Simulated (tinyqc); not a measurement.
# Worked calculation: short-channel transistor, virtual-source model with series resistance

Computed by the program tinyqc: `OMP_NUM_THREADS=1 python tinyqc.py 2380029 2380030 out.jsonl`, one thread of a shared Intel Xeon 2.30GHz, about 0.01 s for the whole run. Printed values are rounded.

The current per gate width is the charge at the top of the source barrier (the virtual source) times its velocity times a saturation function; al and be are fitting constants of the model. Units: I in uA/um, Rs in ohm um, so I Rs = 1e-6 I Rs in volts; Q in uC/cm^2, so I = 1e-4 Q vx0 Fsat with vx0 in cm/s.

Values chosen for this exercise: temperature T = 300 K; inversion capacitance Cinv = 3.63 uF/cm^2; velocity at the virtual source vx0 = 1.12e7 cm/s; apparent mobility mu = 560 cm^2/(V s); channel length L = 130 nm; threshold at zero drain voltage VT0 = 0.381 V; drain-induced barrier lowering dl = 0.173 V/V; subthreshold factor n0 = 1.16; growth of n with drain voltage nd = 0.05 1/V; threshold shift (in units of Vt) from weak to strong inversion al = 3.5; sharpness of saturation be = 1.8; series resistance of each contact Rs = 30 ohm um; gate voltage Vgs = 0.9 V; drain voltage Vds = 0.9 V.

Constants: q = 1.602176634e-19 C, kB = 1.380649e-23 J/K, Vt = kB T/q. Results are converted to the units shown.

## Iteration 1: current through the series resistance

I at the start = 0 uA/um

Intrinsic voltages Vg' = Vgs - I Rs, Vd' = Vds - 2 I Rs. n = n0 + nd Vd', VT = VT0 - dl Vd', Ff = 1/(1 + exp((Vg' - VT + al Vt/2)/(al Vt))), Q = Cinv n Vt ln(1 + exp((Vg' - VT + al Vt Ff)/(n Vt))), Vdsat = (vx0 L/mu)(1 - Ff) + Vt Ff, Fsat = u/(1 + u^be)^(1/be) with u = Vd'/Vdsat, and I(out) = Q vx0 Fsat per width. (Fsat takes the sign of u.) I(new) = I(out).

Vg' = 0.9 V
Vd' = 0.9 V
VT = 0.2253 V
Ff = 3.501734e-4
Q = 2.449276 uC/cm^2
Vdsat = 0.2599180 V
Fsat = 0.9451276
I(out) = 2592.664 uA/um
I after iteration 1 = 2592.664 uA/um

## Iteration 2: current through the series resistance

As before.

Vg' = 0.8222201 V
Vd' = 0.7444402 V
VT = 0.2522118 V
Ff = 0.001112884
Q = 2.069495 uC/cm^2
Vdsat = 0.2597394 V
Fsat = 0.9251713
I(out) = 2144.394 uA/um
I after iteration 2 = 2144.394 uA/um

## Course of the iteration: current through the series resistance

Stop when I changes by less than 1e-7 uA/um, or after 80 iterations.

Course of the iteration:
```
iteration  I (uA/um)  |change| (uA/um)
1           2592.664              2590
2           2144.394               448
3           2222.361              78.0
4           2208.816              13.5
5           2211.170              2.35
6           2210.761             0.409
7           2210.832            0.0711
8           2210.819            0.0123
9           2210.822           2.15e-3
10          2210.821           3.73e-4
11          2210.821           6.48e-5
12          2210.821           1.13e-5
13          2210.821           1.96e-6
14          2210.821           3.40e-7
15          2210.821           5.91e-8
```

Converged in 15 iterations. At the end each change is about 0.17 times the one before, with alternating sign: linear convergence.

## What the series resistance costs

converged I = 2210.821 uA/um
I0 = 2592.664 uA/um

Intrinsic voltages Vg' = Vgs - I Rs, Vd' = Vds - 2 I Rs. n = n0 + nd Vd', VT = VT0 - dl Vd', Ff = 1/(1 + exp((Vg' - VT + al Vt/2)/(al Vt))), Q = Cinv n Vt ln(1 + exp((Vg' - VT + al Vt Ff)/(n Vt))), Vdsat = (vx0 L/mu)(1 - Ff) + Vt Ff, Fsat = u/(1 + u^be)^(1/be) with u = Vd'/Vdsat, and I = Q vx0 Fsat per width. I0 is the current for Rs = 0. Effective velocity I/Q; transit time L Q/I.

loss against I0 = 14.72781 %
effective velocity = 1.040186e7 cm/s
transit time = 1.249776 ps

The carriers leave the virtual source at 92.9 % of vx0: the device is in saturation.
